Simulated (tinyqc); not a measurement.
Solubility, supersaturation, precipitation and gettering of an impurity in a silicon-like host: one step, computed by the program tinyqc.

The wafer was saturated at T1 and is then held at T.

Task: Segregation into a layer on one face. k = k_0 exp(E_g/(k_B T)); in equilibrium the bulk keeps C/C0 = 1/(1 + k t_g/w). For a strong sink on one face the slowest diffusion mode has tau_w = 4 w^2/(pi^2 D), and C/C0 is estimated as c_eq + (1 - c_eq)(8/pi^2) sum over odd m up to 99 of exp(-m^2 t/tau_w)/m^2. Precipitation is left out here.

Inputs (values chosen for the exercise, modelled on cobalt in silicon):
```
quantity,value,unit
temperature of saturation T1,1200,K
anneal temperature T,719,K
anneal time t,82,s
wafer thickness w,200,micrometre
segregation energy E_g,0.91,eV
segregation prefactor k_0,0.014,-
getter layer thickness t_g,0.46,micrometre
```

Gettering: segregation gettering in a layer.

D(T) = 1.463378e-07 cm^2/s

Constants: k_B = 8.617333262e-05 eV/K.

Give: segregation coefficient k; equilibrium C/C0; tau_w; mean C/C0 at t.

Result:

segregation coefficient k = 33474

equilibrium C/C0 = 0.012822

tau_w = 1107.8 s

mean C/C0 at t = 0.80707

Limited by diffusion: far more is left than the 0.013 that equilibrium would leave. Caution: the barrier to homogeneous nucleation is below 35 k_B T for these inputs, so new precipitates would form and outnumber the fixed sinks assumed here.
